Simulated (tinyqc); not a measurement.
Grain growth, pinning, strength and diffusional creep of a polycrystal or thin film: one step, computed by the program tinyqc.

One mean grain size d describes the structure.

Task: Mobility and the sizes at which growth stops. M = M0 exp(-Q_m/(k_B T)). The driving pressure is 2 gamma/d. Zener pinning pressure 3 f gamma/(2 r) stops growth at d_Z = 4 r/(3 f). Grooves where boundaries meet the surface have the angle theta = arcsin(gamma/(2 gamma_s)) and are taken to stop growth at d_h = h/(2 theta), a few film thicknesses; the limit is 1/d_lim = 1/d_Z + 1/d_h.

Inputs (values chosen for the exercise, modelled on aluminium):

| quantity | value | unit |
|---|---|---|
| boundary energy gamma | 0.33 | J/m^2 |
| mobility prefactor M0 | 1.5e-07 | m^4/(J s) |
| activation energy of boundary motion Q_m | 1.06 | eV |
| anneal temperature T | 482 | K |
| particle volume fraction f | 0.0027 | - |
| particle radius r | 5.8 | nm |
| film thickness h | 1900 | nm |
| surface energy gamma_s | 0.89 | J/m^2 |

Sample: thin film on a substrate.

Constants: k_B = 8.617333262e-05 eV/K.

Give: mobility M; Zener size d_Z; groove angle theta; groove limit d_h; limit d_lim.

Result:

mobility M = 1.2381e-18 m^4/(J s)

Zener size d_Z = 2864.2 nm

groove angle theta = 0.18647 rad

groove limit d_h = 5094.6 nm

limit d_lim = 1833.4 nm

The particles set the tighter limit.
